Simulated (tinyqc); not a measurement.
Zener tunnelling in a reverse-biased junction, two-band WKB: two steps of the calculation.

Abrupt p-n junction, depletion approximation. Energies E are counted from the conduction-band edge of the neutral n side; its Fermi level lies at dn, that of the p side at dn - V, and the valence-band edge of the neutral p side at Em = dn + dp - V. Tunnelling needs 0 < E < Em. Two-band dispersion with equal masses m: inside the gap kappa = sqrt(m u (1 - u/Eg)/C), u the distance from a band edge, C = hbar^2/(2 m0).

Values chosen for this exercise; band and dielectric values those of a made-up semiconductor: temperature T = 300 K; band gap Eg = 0.661 eV; relative permittivity eps_r = 12.1; band-edge mass of the two-band model m = 0.039 m0; acceptor density Na = 2.8e19 cm^-3; donor density Nd = 4.7e17 cm^-3; bias of the p side V = -1.6 V; points of the energy grid nE = 13.

Constants: q = 1.602176634e-19 C, kB = 1.380649e-23 J/K, hbar = 1.054571817e-34 J s, h = 6.62607015e-34 J s, m0 = 9.1093837015e-31 kg, Vt = kB T/q, eps0 = 8.8541878128e-14 F/cm where lengths are in cm, hbar^2/(2 m0) = 0.0380998212 eV nm^2. Results are converted to the units shown.

Task 1. Width, field and exponent. W = sqrt(2 eps0 eps_r (Vbi - V)(1/Na + 1/Nd)/q), mean field F = (Vbi - V)/W, peak field 2 F. In a uniform field F the exponent is S = pi sqrt(m/C) Eg^1.5/(4 F). Transverse energy Et = C kt^2/m raises it to S (1 + 4 Et/Eg), so T = exp(-S) exp(-Et/Eb) with Eb = Eg/(4 S). KJ = (2 q^2/h) m/(4 pi C) (times 1e14 for A/cm^2 per eV^2).

Vbi = 0.76283239 V

Give: W; mean field; S; exp(-S); Eb; tunnelling length Eg/F.

Result 1.

W = 82.682 nm
mean field = 0.28577 MV/cm
S = 14.943
exp(-S) = 3.2383e-7
Eb = 11.059 meV
tunnelling length Eg/F = 23.130 nm

Task 2. Current density on a coarse grid. J = KJ exp(-S) Eb times the integral from 0 to Em of [f(E - dn) - f(E - dn + V)] [1 - exp(-min(E, Em - E)/Eb)] dE, f(x) = 1/(1 + exp(x/Vt)), with S and Eb from the mean field; J > 0 flows from p to n. Simpson's rule on nE equally spaced points from 0 to Em.

dn = 0.046046383 eV
dp = 0.055786007 eV
S = 14.943044
Eb = 11.058657 meV

Find: E; difference of the f; transverse factor; integral; KJ; J.

Result 2.

```
point  E (eV)  difference of the f  transverse factor
0      0.0000              -0.1442             0.0000
1      0.1418              -0.9760             1.0000
2      0.2836              -0.9999             1.0000
3      0.4255              -1.0000             1.0000
4      0.5673              -1.0000             1.0000
5      0.7091              -1.0000             1.0000
6      0.8509              -1.0000             1.0000
7      0.9927              -1.0000             1.0000
8      1.1346              -1.0000             1.0000
9      1.2764              -1.0000             1.0000
10     1.4182              -0.9999             1.0000
11     1.5600              -0.9654             1.0000
12     1.7018              -0.1036             0.0000
```

integral = -1.5962 eV
KJ = 6.3114e8 A/(cm^2 eV^2)
J = -3.6077 A/cm^2

Range of the model: Parabolic densities of states, no band tails and no gap narrowing, all of which matter at such doping.

Computed by the program tinyqc: `OMP_NUM_THREADS=1 python tinyqc.py 2620170 2620171 out.jsonl`, one thread of a shared Intel Xeon 2.30GHz, about 0.03 s for the whole run.
